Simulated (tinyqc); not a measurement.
Against temperature: two-band model of a narrow-gap semiconductor with electrons and holes. Computed by tinyqc, a small Python program. Command: `OMP_NUM_THREADS=1 python tinyqc.py 3028240 3028241 out.jsonl bipolar walk`. One thread of a shared host (Intel(R) Xeon(R) Processor @ 2.30GHz), about 0.05 s of CPU time with the checks.

Two parabolic bands with acoustic scattering (r = -1/2, a = 0), a gap that does not change with T, and fully ionised dopants. Melting is ignored, so values above the melting point are formal, and kappa_L does not change with T. eta_n = (E_F - E_c)/(k_B T), eta_p = -eta_n - E_g/(k_B T).

Inputs (values chosen for the exercise, modelled on PbTe):
```
quantity                                value        unit
electron mass m_n                        0.27         m_0
hole mass m_p                            0.29         m_0
electron mobility parameter mu_300,n     1300  cm^2/(V s)
hole mobility parameter mu_300,p          820  cm^2/(V s)
temperature exponent p                    1.5           -
band gap E_g                             0.31          eV
net doping N                          3.6e+17      1/cm^3
lattice thermal conductivity kappa_L     0.92     W/(m K)
```

Doping: n-type.

Constants: k_B = 8.617333262e-05 eV/K; m_0 = 9.1093837015e-31 kg; k_B = 1.380649e-23 J/K; hbar = 1.054571817e-34 J s; e = 1.602176634e-19 C.

Method:
- With x = E/(k_B T), a = alpha k_B T (0 for a parabolic band), G = x (1 + a x), D = 1 + 2 a x and <y> = int y f (1 - f) dx, f = 1/(1 + exp(x - eta)): tau = tau_0 G^r/D; transport function s = G^(3/2 + r)/D^2; n = N_0 <G^(3/2)> with N_0 = (2 m k_B T)^(3/2)/(3 pi^2 hbar^3).
- Integrals over x = E/(k_B T) use 160 Gauss-Legendre points in u = sqrt(x) from 0 to sqrt(max(eta, 0) + 32).
- sigma = e mu_0 N_0 <s> with mu_0 = e tau_0/m = mu_300 (T/300 K)^(-p); |S| = (k_B/e)(<x s>/<s> - eta); Lorenz number L = (k_B/e)^2 (<x^2 s>/<s> - (<x s>/<s>)^2); kappa_e = L sigma T; zT = S^2 sigma T/(kappa_L + kappa_e).
- Neutrality: n - p = N, with n = N_0(m_n) <x^(3/2)> at eta_n and p = N_0(m_p) <x^(3/2)> at eta_p.
- Both bands together (these totals replace the one-band zT): sigma = sigma_n + sigma_p; S = (sigma_p |S_p| - sigma_n |S_n|)/sigma; kappa_bip = (sigma_n sigma_p/sigma)(|S_n| + |S_p|)^2 T; kappa_e = (L_n sigma_n + L_p sigma_p) T; zT = S^2 sigma T/(kappa_L + kappa_e + kappa_bip); weak-field R_H = (r_p sigma_p^2/p - r_n sigma_n^2/n)/(e sigma^2), where the Hall factors r_n and r_p are <x^(3/2)> <x^(1/2)>/<s>^2.

The same sample:
```
T (K)  n (1/cm^3)  p (1/cm^3)  sigma (S/cm)  S (microvolt/K)  kappa_bip (W/(m K))       zT  R_H (cm^3/C)
150    3.6000e+17  1.6620e+08        153.24          -282.81           4.0936e-09  0.19245       -20.100
200    3.6000e+17  1.6398e+11        100.90          -318.77           2.1557e-06  0.21570       -20.207
250    3.6001e+17  1.1912e+13         72.74          -346.92           9.7867e-05  0.23097       -20.264
300    3.6023e+17  2.2895e+14         55.64          -369.51           1.2967e-03  0.24081       -20.268
350    3.6202e+17  2.0207e+15         44.64          -384.93           8.4151e-03  0.24324       -20.024
400    3.7069e+17  1.0691e+16         38.04          -384.12           3.3967e-02  0.22985       -18.826
500    4.6128e+17  1.0128e+17         37.94          -295.81           1.9087e-01  0.14570       -11.146
600    7.2508e+17  3.6508e+17         52.44          -189.39           4.3287e-01  0.08062        -4.622
750    1.4852e+18  1.1252e+18         85.81          -118.09           8.2705e-01  0.04867        -1.561
900    2.6846e+18  2.3246e+18        122.77           -91.42           1.2397e+00  0.03970        -0.738
1050   4.3134e+18  3.9534e+18        158.89           -78.62           1.6612e+00  0.03639        -0.426
1200   6.3504e+18  5.9904e+18        192.52           -71.22           2.0851e+00  0.03490        -0.278
```

What follows from these numbers?

Among the rows where S keeps the majority sign, zT is largest at 350 K and |S| at 350 K. Among these rows sigma is least at 500 K; at higher T thermal pairs outweigh the falling mobility. kappa_bip reaches 2.09 W/(m K) at the last row, 2.27 times kappa_L.

Extremes, crossings and ranges named in words are read from the listed rows.
